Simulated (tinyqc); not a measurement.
# Trap density from the leakage

Problem. Trap-assisted leakage is J = q Nt times the integral over x of the rate through one trap. Find Nt, the areal density Nt t and the mean in-plane spacing (Nt t)^(-1/2).

Values chosen for this exercise:
- t = 4.8 nm (thickness)

Constants: q = 1.602176634e-19 C. Results are converted to the units shown.

J = 4.9394424 A/cm^2
integral of the rate over x = 4.2818854e8 nm/s

Answer. J is proportional to Nt.

Nt = 7.200e17 cm^-3
Nt t = 3.456e11 cm^-2
in-plane spacing = 17.01 nm

Program tinyqc, `OMP_NUM_THREADS=1 python tinyqc.py 2370154 2370155 out.jsonl`; Intel Xeon 2.30GHz, shared host, one thread, about 0.05 s.
